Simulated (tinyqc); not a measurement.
Inside a calculation. Method: bound state in one dimension: Numerov shooting, finite differences, DVR. Computed by tinyqc, a small Python program that keeps every step. Settings: points = 48. Command: `OMP_NUM_THREADS=1 python tinyqc.py 27611 27612 out.jsonl` (the two numbers bound the seeds that draw the settings). One thread of a shared host (Intel(R) Xeon(R) Processor @ 2.60GHz), about 0.01 s of CPU time with the checks.

## Numerov steps at E = 0.1

One particle of mass 1 in V = 1.35^2 x^2/2 + 0.21 x^4 (atomic units), psi = 0 at both ends:
```
parameter                 value
left end              -4.500000
right end              4.500000
intervals                    48
h                      0.187500
state sought (nodes)          0
```

k_i = 2 m (E - V_i); (1 + h^2 k_(i+1)/12) y_(i+1) = 2 (1 - 5 h^2 k_i/12) y_i - (1 + h^2 k_(i-1)/12) y_(i-1), from y_0 = 0, y_1 = 0.001.

Points along the way:
```
i           x           V            k               y
0   -4.500000  104.565938  -208.931875        0.000000
1   -4.312500   89.580406  -178.960812        0.001000
2   -4.125000   76.307102  -152.414204        0.013086
3   -3.937500   64.605867  -129.011735        0.135252
4   -3.750000   54.342773  -108.485547        1.135291
5   -3.562500   45.390120   -90.580241        7.887981
16  -1.500000    3.113437    -6.026875  1493849.846600
17  -1.312500    2.192955    -4.185910  2461229.632000
18  -1.125000    1.489680    -2.779360  3787658.336200
19  -0.937500    0.963123    -1.726247  5480402.525500
20  -0.750000    0.579023    -0.958047  7502209.215200
21  -0.562500    0.309349    -0.418698  9774292.317700
```

## Bisection on the node count

With more sign changes than the state has nodes (the last point included) the energy is too high, else too low; the bracket starts as 0.1 to 12.

Trials:
```
trial           E  sign changes  y at the right end   next
1      6.05000000             3           -6.08e+11  lower
2      3.07500000             2            6.72e+14  lower
3      1.58750000             1           -9.75e+15  lower
4      0.84375000             1           -1.05e+16  lower
5      0.47187500             0            7.50e+16  raise
6      0.65781250             0            1.50e+16  raise
7      0.75078125             1           -7.92e+14  lower
8      0.70429688             0            6.23e+15  raise
9      0.72753906             0            2.51e+15  raise
10     0.73916016             0            8.11e+14  raise
11     0.74497070             1           -2.59e+12  lower
12     0.74206543             0            4.01e+14  raise
13     0.74351807             0            1.99e+14  raise
14     0.74424438             0            9.78e+13  raise
...           ...           ...                 ...    ...
29     0.74495193             1           -7.05e+08  lower
30     0.74495192             0            8.23e+08  raise
31     0.74495192             0            5.91e+07  raise
```

eigenvalue = 0.74495192 hartree

## The same grid by other methods

Three-point finite differences and the sine-DVR kinetic matrix of Colbert and Miller on the same points.

Lowest levels (hartree):
```
state  finite differences       DVR
0                0.742229  0.744970
1                2.330149  2.346250
2                4.093186  4.141366
```
